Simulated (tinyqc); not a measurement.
Free and nearly free electrons in a metal: one step. The sphere against the zone faces. Two cases, with inputs chosen for the exercise.

Problem. Take G = (hkl) 2 pi/a for (110), (200) and (211), with the number of equivalent faces. The Bragg plane of G lies at |G|/2 with |G| = (2 pi/a) sqrt(h^2 + k^2 + l^2). Where kF exceeds it, the sphere cuts the plane in a circle of radius sqrt(kF^2 - G^2/4).

Give: Distance and circle for each G.

Case 1.

Values chosen (out of a larger set: near those of Na; not measured data): a = 4.272 angstrom (bcc lattice constant).

kF = 0.912401 1/angstrom

Solution.

Distance and circle for each G:

| G | faces | \|G\|/2 (1/angstrom) | kF/(\|G\|/2) | circle radius |
|---|---|---|---|---|
| (110) | 12 | 1.0400 | 0.8773 | - |
| (200) | 6 | 1.4708 | 0.6204 | - |
| (211) | 24 | 1.8013 | 0.5065 | - |

Case 2.

Values chosen (out of a larger set: near those of Li; not measured data): a = 3.481 angstrom (bcc lattice constant).

kF = 1.119729 1/angstrom

Solution.

Distance and circle for each G:

| G | faces | \|G\|/2 (1/angstrom) | kF/(\|G\|/2) | circle radius |
|---|---|---|---|---|
| (110) | 12 | 1.2763 | 0.8773 | - |
| (200) | 6 | 1.8050 | 0.6204 | - |
| (211) | 24 | 2.2107 | 0.5065 | - |

The sphere stays inside the first zone; it reaches 0.877 of the way to the nearest faces.

Computed by tinyqc, one run a case: `OMP_NUM_THREADS=1 python tinyqc.py N N+1 out.jsonl` with N = 1650773, 1651108; one thread of a shared Intel(R) Xeon(R) Processor @ 2.30GHz, about 0.01 s a run at most.
